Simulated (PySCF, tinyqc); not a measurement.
Worked calculation: coupled-perturbed Hartree-Fock on RHF in the 3-21g basis, for H3+, spin multiplicity 1. The lowest restricted solution is unstable here: a spin-polarised one lies 0.0001 hartree lower (PySCF). One step of it, computed by the program tinyqc.

Problem. Response to a field: uncoupled start. Field along z; U_ai = -mu_ai / (e_a - e_i), alpha = -4 sum U_ai mu_ai.

orbital energies (hartree): MO1 -0.942107, MO2 -0.378555, MO3 -0.025249, MO4 0.701828, MO5 0.815849, MO6 0.981906

dipole integrals <a|z|i> (bohr):
```
           i1
a2   1.419330
a3   0.000000
a4   0.000000
a5  -0.051547
a6   0.000000
```

Give: uncoupled U; uncoupled polarisability.

Solution.

uncoupled U:
```
        i1
a2  -2.519
a3   0.000
a4   0.000
a5   0.029
a6   0.000
```

uncoupled polarisability = 14.305 bohr^3
